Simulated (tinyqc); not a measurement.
Spin curve: spin coating of a resist or spin-on film: centrifugal thinning, evaporation and the final thickness (Emslie and Meyerhofer models). Computed by tinyqc, a small Python program. Command: `OMP_NUM_THREADS=1 python tinyqc.py 3111068 3111069 out.jsonl spincoat walk`. One thread of a shared host (Intel(R) Xeon(R) Processor @ 2.30GHz), about 0.2 s of CPU time with the checks.

A Newtonian film stays uniform over the wafer; solvent and solids have the same density and the concentration is uniform through the thickness.

Inputs (values chosen for the exercise, of the order of those of a polymer resist in an ester solvent): solids volume fraction c0 = 0.026; kinematic viscosity of the solvent nu_s = 1.3 mm^2/s; viscosity constant k = 830 mm^2/s; viscosity exponent gamma = 2.2; spin speed f = 2500 rpm; evaporation rate at 1000 rpm e0 = 0.49 micrometre/s; starting thickness h0 = 600 micrometre; wafer radius R = 50 mm.

Method:
- omega = 2 pi f/60; nu(c) = nu_s + k c^gamma; evaporation rate e = e0 sqrt(f/1000 rpm).
- Flow constant K = 2 omega^2/(3 nu(c0)); Reynolds number of the air omega R^2/nu_air with nu_air = 15 mm^2/s.
- Meyerhofer estimate: flow rules until (1 - c0) K h^3 = e, then evaporation alone: h_w = (e/((1 - c0) K))^(1/3), dry film c0 h_w.
- Full model for solids s and liquid l per area, h = s + l, c = s/h: ds/dt = -c Q, dl/dt = -(1 - c) Q - e, Q = 2 omega^2 h^3/(3 nu(c)); integrated adaptively (relative tolerance 1e-9) until l = 0.

dry film, estimate = 78.3245 nm

Dry film against speed:
```
f (rpm)  full model (nm)  estimate (nm)  time to dry (s)
500               184.71         175.14           23.533
1000              130.61         123.84           11.767
1500              106.64         101.12            7.845
2000               92.35          87.57            5.883
3000               75.41          71.50            3.922
4000               65.30          61.92            2.942
6000               53.32          50.56            1.961
```

What does the comparison show, and why?

The full thickness goes as f^-0.500; the estimate as (e/omega^2)^(1/3) = f^(-1/2). The time to dry goes as f^-1.00. A thickness window of 1 % allows a speed error of about 2 %.
